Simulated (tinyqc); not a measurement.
# From critical product (j L)_c back to effective charge number Z*

Model: electromigration in a confined line: Blech product, Korhonen stress evolution and Black's law. Computed by tinyqc, a small Python program. Command: `OMP_NUM_THREADS=1 python tinyqc.py 3027527 3027528 out.jsonl emigr inv`. One thread of a shared host (Intel(R) Xeon(R) Processor @ 2.30GHz), about 0.02 s of CPU time with the checks.

The electron wind pushes atoms from the cathode (x = 0) to the anode (x = L); blocking ends build a back stress (tension positive). The input rho is taken not to change with temperature. d sigma/dt = d/dx [kappa (d sigma/dx + G)], with zero flux at both ends and sigma = 0 at t = 0.

Inputs (values chosen for the exercise, close to those used for cobalt lines):
```
quantity,value,unit
resistivity rho,9.72,micro-ohm cm
atomic volume Omega,11.1,angstrom^3
prefactor D0,6.9e-07,m^2/s
activation energy E,1.32,eV
effective modulus B,54,GPa
critical stress sigma_c,420,MPa
current density j,3,MA/cm^2
line length L,20,um
test temperature T,240,C
```

Start: stress-free.

Constants: e = 1.602176634e-19 C; k_B = 8.617333262e-05 eV/K; k_B = 1.380649e-23 J/K.

Method:
- G = Z* e rho j/Omega; D = D0 exp(-E/(k_B T)); kappa = D B Omega/(k_B T); drift velocity of an unconfined line v = D Z* e rho j/(k_B T). SI: 1 micro-ohm cm = 1e-8 ohm m, 1 MA/cm^2 = 1e10 A/m^2.
- Temperatures in kelvin are T(C) + 273.15.
- At steady state sigma(x) = G (L/2 - x). A void forms only if the cathode stress reaches sigma_c, that is if j L exceeds (j L)_c = 2 Omega (sigma_c)/(Z* e rho). Time scale tau = L^2/kappa.

Task: A run gave the result below. Find the effective charge number Z*, known to lie between 2.4 and 6.

critical product (j L)_c = 1912.241 A/cm

Result:

Each step takes the trial c = (a f_b - b f_a)/(f_b - f_a), f being the result less the target and a, b, c the logarithms of the listed values; c replaces end b, the old b replaces a if the sign of f changed, and otherwise f_a is halved.

Scan of the range:
```
effective charge number Z*,critical product (j L)_c (A/cm)
2.40,2494.68
2.80,2138.29
3.26,1836.57
3.79,1579.74
4.42,1354.58
5.15,1162.57
6.00,997.87
```

False position (Illinois rule, in the logarithm of the input) inside the bracket:
```
step,end a,end b,trial,critical product (j L)_c (A/cm)
1,2.80000,3.26000,3.13798,1907.99
2,2.80000,3.13798,3.12503,1915.89
3,3.13798,3.12503,3.13101,1912.24
4,3.12503,3.13101,3.13100,1912.24
5,3.12503,3.13100,3.13100,1912.24
6,3.13100,3.13100,3.13100,1912.24
```

Critical product (j L)_c falls at every point of a 13-point scan of the range (every second point is shown), so one value fits; it is bracketed by 2.80 and 3.26. The scan shows a pure power law with exponent -1.000, so scaling from any one row also gives the answer directly. Answer: effective charge number Z* = 3.131.
